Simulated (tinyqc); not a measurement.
# Free and trapped electrons in a MOS channel with a dense trap tail: two studies

p-type body, charge-sheet picture, full ionisation (an idealisation for deep acceptors), Boltzmann statistics for free electrons. e = Ec - EF at the surface. Acceptor-like traps of density D(E) = D0 + De exp(-E/Ew) at depth E below Ec, from 0 to Eu, hold n_t = integral of D(E)/(1 + exp((e - E)/Vt)). psi = Eg - Vt ln(Nv/Na) - e; N_dep = sqrt(2 eps0 eps_r Na (psi - Vt)/q); n_f = sqrt(N_dep^2 + 2 eps0 eps_r Vt Nc exp(-e/Vt)/q) - N_dep; Vg = Vfb + psi + q (N_dep + n_t + n_f)/Cox, Cox = eps0 eox/tox.

Inputs (values chosen for the exercise); band and dielectric values close to those of silicon:
- T = 400 K (temperature)
- Eg = 1.14 eV (band gap)
- eps_r = 11.6 (relative permittivity)
- Nc = 4.25e19 cm^-3 (conduction-band density of states at T)
- Nv = 4e19 cm^-3 (valence-band density of states at T)
- eox = 3.9 (relative permittivity of the insulator)
- tox = 47 nm (insulator thickness)
- Na = 1.5e17 cm^-3 (acceptor density)
- Vfb = -0.8 V (flat-band voltage without trapped charge)
- D0 = 3.4e10 cm^-2 eV^-1 (constant background density of acceptor-like traps)
- De = 3.9e13 cm^-2 eV^-1 (density of the tail at the conduction edge)
- Ew = 0.07 eV (decay energy of the tail)
- Eu = 0.78 eV (depth below Ec down to which the traps reach)
- mf = 120 cm^2/(V s) (mobility of free electrons)

Constants: q = 1.602176634e-19 C, kB = 1.380649e-23 J/K, Vt = kB T/q, eps0 = 8.8541878128e-14 F/cm where lengths are in cm. Results are converted to the units shown.

Each table varies one quantity; the others keep the values above.

## Free and trapped charge against gate voltage

Free share n_f/(n_f + n_t); swing ln 10 n_f/(dn_f/dVg); field-effect mobility mf q (dn_f/dVg)/Cox, for a constant mf; oxide field q (N_dep + n_t + n_f)/(eps0 eox).

Results:
columns A: Vg (V); B: e (eV); C: n_f (cm^-2); D: n_t (cm^-2); E: free share (%); F: swing (mV/decade); G: field-effect mobility (cm^2/(V s)); H: oxide field (MV/cm)
```
A          B         C         D        E        F         G       H
1.4   0.5610   9.765e5   8.808e9  0.01109    306.0  0.001923  0.3859
2.5   0.2769   2.749e9  9.705e10    2.755    457.7     3.620  0.5595
3.6   0.1654  6.297e10  3.970e11    13.69     1469     25.83  0.7698
4.6   0.1237  1.952e11  6.713e11    22.52     2781     42.29  0.9737
6.8  0.07605  6.491e11  1.168e12    35.73     6165     63.43   1.432
7.9  0.06045  9.311e11  1.371e12    40.44     7952     70.55   1.662
9    0.04745  1.241e12  1.550e12    44.46     9755     76.64   1.894
10   0.03718  1.543e12  1.694e12    47.67  1.140e4     81.57   2.104
```

Estimate the missing row, Vg = 5.7 V.

Computed row:
columns A: Vg (V); B: e (eV); C: n_f (cm^-2); D: n_t (cm^-2); E: free share (%); F: swing (mV/decade); G: field-effect mobility (cm^2/(V s)); H: oxide field (MV/cm)
```
A          B         C         D      E     F      G      H
5.7  0.09587  4.003e11  9.363e11  29.95  4422  54.54  1.202
```

With this row back in the table: n_f reaches 1e11 cm^-2 at Vg = 3.93 V, against 2.86 V without traps. The free share rises from 0.0111 to 47.7 % and the field-effect mobility rises from 0.00192 to 81.6 cm^2/(V s), although mf = 120 is constant: in the last row 68.0 % of Cox dVg goes into free electrons. The swing in the first row is 306 mV a decade (Vt ln 10 = 79.4). For Vg = 7.9, 9, 10 EF lies less than 2 Vt below the band edge, or above it, where degeneracy and confinement, left out, matter.

## Effect of the decay energy of the tail

VT is the Vg for n_f = 1e11 cm^-2; swing ln 10 n_f/(dn_f/dVg) at n_f = 1e8 cm^-2; the last three columns are for Vg = VT + 3.8 V, with free share n_f/(n_f + n_t) and field-effect mobility mf q (dn_f/dVg)/Cox; there EF is near the band edge, where Boltzmann statistics are rough.

Results:
columns A: Ew (eV); B: e at VT (eV); C: VT (V); D: q n_t/Cox at VT (V); E: swing (mV/decade); F: n_f (cm^-2); G: free share (%); H: field-effect mobility (cm^2/(V s))
```
A          B      C       D      E         F      G      H
0.03  0.1485  3.029  0.1675  261.5  1.307e12  72.94  92.67
0.05  0.1485  3.351  0.4904  267.7  1.064e12  54.52  79.83
0.07  0.1485  3.934   1.073  299.4  8.867e11  39.78  69.56
0.11  0.1485  5.708   2.847  489.1  6.748e11  22.08  55.21
0.13  0.1485  6.797   3.936  638.4  6.112e11  17.16  50.29
0.15  0.1485  7.964   5.103  810.0  5.637e11  13.75  46.40
0.17  0.1485  9.174   6.313  994.5  5.274e11  11.32  43.27
```

Estimate the missing row, Ew = 0.09 eV.

Computed row:
columns A: Ew (eV); B: e at VT (eV); C: VT (V); D: q n_t/Cox at VT (V); E: swing (mV/decade); F: n_f (cm^-2); G: free share (%); H: field-effect mobility (cm^2/(V s))
```
A          B      C      D      E         F      G      H
0.09  0.1485  4.738  1.876  373.1  7.626e11  29.27  61.50
```

With this row back in the table: As Ew goes from 0.03 to 0.17, VT rises from 3.03 to 9.17 V, its part due to traps rises from 0.168 to 6.31 V, the swing rises from 262 to 995 mV/decade and the field-effect mobility falls from 92.7 to 43.3 cm^2/(V s).

Numbers from tinyqc (`OMP_NUM_THREADS=1 python tinyqc.py 2222188 2222189 out.jsonl`; about 0.02 s on one thread of a shared Intel Xeon 2.30GHz).
